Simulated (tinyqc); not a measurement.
Tight binding, kagome lattice, step by step. Computed by tinyqc, a small Python program that keeps every step. Settings: t1 = 1.23, t2 = 1.23, delta = 0.54, bands filled = 2. Command: `OMP_NUM_THREADS=1 python tinyqc.py 27011 27012 out.jsonl` (the two numbers bound the seeds that draw the settings). One thread of a shared host (Intel(R) Xeon(R) Processor @ 2.60GHz), about 0.01 s of CPU time with the checks.

## Bloch Hamiltonian at k

Parameters chosen for this model:

| parameter | value | unit |
|---|---|---|
| t1 | 1.230000 | eV, up triangles |
| t2 | 1.230000 | eV, down triangles |
| delta | 0.540000 | eV on site C |

k point k (fractions of the reciprocal vectors): 0.170000  -0.110000

H_AB = -t1 - t2 exp(-i k.a1), H_AC = -t1 - t2 exp(-i k.a2), H_BC = -t1 - t2 exp(i k.(a1 - a2)), H_CC = delta.

H(k) at k (eV), lower triangle (Hermitian):
```
                     A                    B         C
A             0.000000
B  -1.822557-1.077857i             0.000000
C  -2.177731+0.784032i  -0.999521+1.208213i  0.540000
```

## Levels at k

Diagonalise the Hermitian matrix.

eigenvalues (eV): -3.852020  1.744519  2.647501

weights |c|^2 of the basis functions:
```
     band 1    band 2    band 3
A  0.397509  0.070745  0.531746
B  0.317828  0.644279  0.037893
C  0.284663  0.284975  0.430362
```

## Bloch Hamiltonian at K

k point K (fractions of the reciprocal vectors): 0.333333  0.666667

As before.

H(k) at K (eV), lower triangle (Hermitian):
```
                     A                    B         C
A             0.000000
B  -0.615000-1.065211i             0.000000
C  -0.615000+1.065211i  -0.615000-1.065211i  0.540000
```

## Levels at K

As before.

eigenvalues (eV): -1.230000  -0.888365  2.658365

weights |c|^2 of the basis functions:
```
     band 1    band 2    band 3
A  0.500000  0.201364  0.298636
B  0.500000  0.201364  0.298636
C  0.000000  0.597273  0.402727
```

## Bands along a path

The same steps at evenly spaced points between the labelled ones.

Bands along the path (eV):

| k | band 1 | band 2 | band 3 |
|---|---|---|---|
| G | -4.748562 | 2.460000 | 2.828562 |
| G-K 0.25 | -4.423775 | 2.302223 | 2.661552 |
| G-K 0.50 | -3.539248 | 1.480255 | 2.598993 |
| G-K 0.75 | -2.341931 | 0.266787 | 2.615145 |
| K | -1.230000 | -0.888365 | 2.658365 |
| K-M 0.25 | -1.500781 | -0.645955 | 2.686735 |
| K-M 0.50 | -1.879365 | -0.295615 | 2.714980 |
| K-M 0.75 | -2.121785 | -0.074796 | 2.736582 |
| M | -2.204773 | 0 | 2.744773 |
| M-K' 0.25 | -2.121785 | -0.074796 | 2.736582 |
| M-K' 0.50 | -1.879365 | -0.295615 | 2.714980 |
| M-K' 0.75 | -1.500781 | -0.645955 | 2.686735 |
| K' | -1.230000 | -0.888365 | 2.658365 |

With 2 band(s) filled, the highest filled level on these points lies at G and the lowest empty one at G-K 0.50: a gap of 0.1390 eV, indirect.
